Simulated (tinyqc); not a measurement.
Octagonal on-chip spiral inductor, lumped pi model: two steps of the calculation.

Outer diameter do = di + 2 n wd + 2 (n - 1) sp, mean da = (do + di)/2, fill p = (do - di)/(do + di), length l = 3.314 n da. L = 2.25 mu0 n^2 da/(1 + 3.55 p), mu0 = 4 pi 1e-7 H/m. Rs = rho l/(wd delta (1 - exp(-th/delta))), delta = sqrt(rho/(pi f mu0)). Cs = n wd^2 eps0 eo/hu across the coil. At each end Cox = l wd eps0 eo/(2 ho) leads to the substrate branch Rsi = 2 rs he/(l wd) in parallel with Csi = l wd eps0 11.7/(2 he). With one end grounded Y = 1/(Rs + i w L) + i w Cs + 1/[1/(i w Cox) + 1/(1/Rsi + i w Csi)], w = 2 pi f; Q = -Im Y/Re Y. Eddy currents in neighbouring turns and in the substrate are left out.

Parameters, values chosen for the exercise; values of the order met in silicon radio-frequency processes: number of turns n = 3.5; line width wd = 20 um; space between turns sp = 1.5 um; inner diameter di = 100 um; metal thickness th = 4 um; metal resistivity rho = 2.2 uohm cm; oxide below the coil ho = 3.2 um; oxide between coil and underpass hu = 1 um; relative permittivity of the oxide eo = 3; substrate resistivity rs = 100 ohm cm; effective spreading depth in the substrate he = 30 um; frequency f = 3.7 GHz.

Constants: eps0 = 8.8541878128e-12 F/m. Results are converted to the units shown.

Question 1. Geometry and model elements. do, l, L, delta, Rs, Cs, Cox, Rsi and Csi as defined.

Find: do; l; L; delta; Rs; Cs; Cox; Rsi; Csi.

Answer 1.

do = 247.50 um
l = 2015.3 um
L = 2.4006 nH
delta = 1.2272 um
Rs = 1.8785 ohm
Cs = 37.188 fF
Cox = 167.29 fF
Rsi = 1488.6 ohm
Csi = 69.592 fF

Question 2. Admittance, quality factor and apparent inductance. Series branch 1/(Rs + i w L), substrate branch, total Y, Q = -Im Y/Re Y, apparent inductance Im(1/Y)/w, metal-only value w L/Rs, share of the loss in the substrate Re(substrate branch)/Re Y.

L = 2.4006432 nH
Rs = 1.8785347 ohm
Cs = 37.187589 fF
Cox = 167.28822 fF
Rsi = 1488.5927 ohm
Csi = 69.591901 fF

Find: series branch; substrate branch; Y; Q; apparent inductance; w L/Rs; share of the loss in the substrate.

Answer 2.

series branch = 0.602-17.898i mS
substrate branch = 0.3301+1.1828i mS
Y = 0.933-15.850i mS
Q = 16.997
apparent inductance = 2.7044 nH
w L/Rs = 29.709
share of the loss in the substrate = 35.400 %

Q is 57.2 % of the metal-only value.

Numbers from tinyqc (`OMP_NUM_THREADS=1 python tinyqc.py 2302002 2302003 out.jsonl`; about 0.01 s on one thread of a shared Intel Xeon 2.30GHz).
